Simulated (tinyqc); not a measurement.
Length of a polyene: Hueckel, PPP and singles CI along the polyenes. Computed by the program tinyqc. 

All-trans chains of carbon centres 1.40 angstrom apart:

| parameter | value |
|---|---|
| beta (eV), times 1 +/- alternation | -2.280000 |
| alternation | 0.150000 |
| W (eV) | 11.160000 |
| gamma_rr (eV) | 11.300000 |
| repulsion formula | Ohno |

Hueckel uses the same beta without repulsion; CIS keeps all single excitations and so misses the low, doubly excited 2Ag state. W is the valence ionisation energy of a centre, MN the Mataga-Nishimoto formula, f the oscillator strength.

Gaps and excitations (eV):

| centres | Hueckel gap | PPP orbital gap | bright singlet (CIS) | f | lowest triplet (CIS) |
|---|---|---|---|---|---|
| 2 | 5.2440 | 12.8504 | 7.0908 | 0.6079 | 3.3972 |
| 4 | 3.6527 | 10.5874 | 5.6991 | 1.0657 | 2.6387 |
| 6 | 2.9247 | 9.4777 | 4.9139 | 1.4526 | 2.2846 |
| 8 | 2.5162 | 8.8431 | 4.4315 | 1.8009 | 2.1006 |
| 10 | 2.2581 | 8.4446 | 4.1152 | 2.1273 | 1.9950 |

The Hueckel gap tends to 4 x alternation x |beta| = 1.37 eV for long chains. Exchange opens the PPP orbital gap, and the attraction of electron and hole brings the bright state 4.33 eV below it at 10 centres; the triplet lies 2.12 eV lower still.
